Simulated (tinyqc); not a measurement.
# Double-gate transistor below threshold, two-dimensional Poisson equation on a small mesh: effects of single changes

Half of a symmetric double-gate structure: row 0 is the mid-plane of the body, where the normal field vanishes. Mobile charge is neglected (subthreshold), the body is fully depleted, and potentials are counted from the intrinsic level; rows run upward to the gate, columns from source to drain.

Parameters, values chosen for the exercise; semiconductor permittivity made up:
```
symbol,value,unit,meaning
T,250,K,temperature
eps_r,15.1,,relative permittivity of the semiconductor
eox,7.5,,relative permittivity of the insulator
tb,5,nm,half the body thickness
tox,3.6,nm,insulator thickness
L,42,nm,channel length
Na,3.3e17,cm^-3,acceptor density of the depleted body
Vbi,0.46,V,potential of the source
Vfb,0.01,V,gate offset
Vg,0.05,V,gate voltage
Vd,1,V,drain voltage
```

Constants: q = 1.602176634e-19 C, kB = 1.380649e-23 J/K, Vt = kB T/q, eps0 = 8.8541878128e-14 F/cm where lengths are in cm. Results are converted to the units shown.

Each table varies one quantity; the others keep the values above.

## Refining the mesh

The mesh has 2 c steps in the semiconductor (rows from 0 up to the interface), c steps in the insulator and 8 c along the channel, each uniform. Box integration, divided by eps0: up_i = eps hy/h of the interval above row i, dn_i = that of the interval below (0 for row 0), lat_i = (sum of eps h/2 over the intervals above and below)/hy, s_i = -q Na w_i hy/eps0 with w_i the semiconductor height of the box (hs/2 for row 0 and the interface row, hs between, 0 in the insulator). Each free node obeys (up + dn + 2 lat) psi = up psi(above) + dn psi(below) + lat [psi(left) + psi(right)] + s. Fixed values: gate row Vg - Vfb; column 0 at Vbi and the last column at Vbi + Vd in the semiconductor, each running linearly to Vg - Vfb across the insulator. The system is solved directly; psi is read on row 0 at mid-channel.

Refining the mesh:
```
c,unknowns,psi at mid-channel (V),d psi/dVg
1,21,0.1345,0.8786
2,90,0.1249,0.8889
3,207,0.1231,0.8908
4,372,0.1225,0.8915
6,846,0.1220,0.8919
8,1512,0.1219,0.8921
12,3420,0.1218,0.8922
```

psi at mid-channel goes from 0.1345 V on the coarsest mesh to 0.1218 V on the finest, a difference of 13 mV. d psi/dVg changes by 0.010 from c = 1 to 2, by 0.0026 from 2 to 4 and by 6.5e-4 from 4 to 8, a ratio of 4.0 between the last two, near the 4 of a second-order scheme.

## Effect of the insulator thickness

Mesh: rows i = 0..12 in the semiconductor (step hs = tb/12, row 12 on the interface), then 8 step(s) ho = tox/8 up to the gate row 20; columns j = 0..80 (step hy = L/80). The system is solved directly. On row 0 the minimum of psi and its place come from a parabola through the three lowest nodes; barrier = Vbi - minimum, swing = Vt ln 10/(d psi/dVg), DIBL = (d psi/dVd)/(d psi/dVg) there. Lambda = pi/k with k the smallest positive root of tan(k tox) tan(k tb) = eox/eps_r.

Results:
```
tox (nm),L/Lambda,barrier (V),place y/L,swing (mV/decade),DIBL (mV/V)
1.4,2.758,0.4062,0.4305,51.50,8.820
2,2.444,0.3940,0.4218,52.70,14.41
2.7,2.174,0.3775,0.4122,54.37,22.18
5.2,1.609,0.3097,0.3813,62.19,57.86
7.2,1.355,0.2555,0.3577,70.29,92.45
```

Estimate the missing row, tox = 3.8 nm.

Computed row:
```
tox (nm),L/Lambda,barrier (V),place y/L,swing (mV/decade),DIBL (mV/V)
3.8,1.873,0.3485,0.3982,57.48,36.57
```

With this row back in the table: As tox goes from 1.4 to 7.2 nm, the barrier falls from 0.406 to 0.256 V, the swing rises from 51.5 to 70.3 mV a decade and DIBL rises from 8.82 to 92.4 mV/V; the ideal swing is 49.6. L/Lambda goes from 2.8 to 1.4.

## Effect of half the body thickness

Same model as above.

Result of one run:
```
tb (nm),L/Lambda,barrier (V),place y/L,swing (mV/decade),DIBL (mV/V)
4.6,2.008,0.3636,0.4050,55.78,28.72
```

What becomes of these results when the half the body thickness tb is changed from 4.6 to 2.6 nm, all else the same?

Result of the changed run:
```
tb (nm),L/Lambda,barrier (V),place y/L,swing (mV/decade),DIBL (mV/V)
2.6,2.663,0.4035,0.4279,51.59,9.200
```

The whole series:
```
tb (nm),L/Lambda,barrier (V),place y/L,swing (mV/decade),DIBL (mV/V)
2,2.985,0.4115,0.4355,50.77,5.377
2.6,2.663,0.4035,0.4279,51.59,9.200
3.5,2.312,0.3877,0.4172,53.20,16.75
4.6,2.008,0.3636,0.4050,55.78,28.72
6.1,1.717,0.3255,0.3891,60.32,49.58
8,1.461,0.2733,0.3689,67.89,83.14
```

As tb goes from 2 to 8 nm, the barrier falls from 0.412 to 0.273 V, the swing rises from 50.8 to 67.9 mV a decade and DIBL rises from 5.38 to 83.1 mV/V; the ideal swing is 49.6. L/Lambda goes from 3.0 to 1.5. At tb = 2 nm the body is under 5 nm thick, where quantum confinement matters.

tinyqc, about 0.1 s, one thread, Intel Xeon 2.30GHz (shared host): `OMP_NUM_THREADS=1 python tinyqc.py 2480161 2480162 out.jsonl`
